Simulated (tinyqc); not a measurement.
Disorder broadening of a one-dimensional band in the self-consistent Born approximation: one step of the calculation.

The local Green function is G = g0(z - Sigma) with z = E + i eta and g0(z) = 1/(sqrt(z - 2t) sqrt(z + 2t)), principal roots; the self-energy is Sigma = D G. The density of states is -Im G/pi.

Problem. Density of states and lifetime. G = Sigma/D, density of states -Im G/pi, lifetime hbar/(2 |Im Sigma|); without disorder the density of states is -Im g0(z)/pi.

Inputs (values chosen for the exercise): hopping t = 1.7 eV; variance of the random site energy D = 2.3 eV^2; bare broadening eta = 0.051 eV; energy from the band centre E = -1.557 eV.

Constants: q = 1.602176634e-19 C, hbar = 1.054571817e-34 J s. Results are converted to the units shown.

converged Sigma = -0.08014504-0.71500098i eV

Give: density of states; lifetime; density of states without disorder.

Solution.

density of states = 0.09895 1/eV
lifetime = 0.4603 fs
density of states without disorder = 0.1053 1/eV

Disorder makes the density of states at this energy 6.0 % below the clean value.

Range of the model: The self-consistent Born approximation misses band tails from rare fluctuations and localisation.

Program tinyqc, `OMP_NUM_THREADS=1 python tinyqc.py 2720108 2720109 out.jsonl`; Intel Xeon 2.30GHz, shared host, one thread, about 0.02 s.
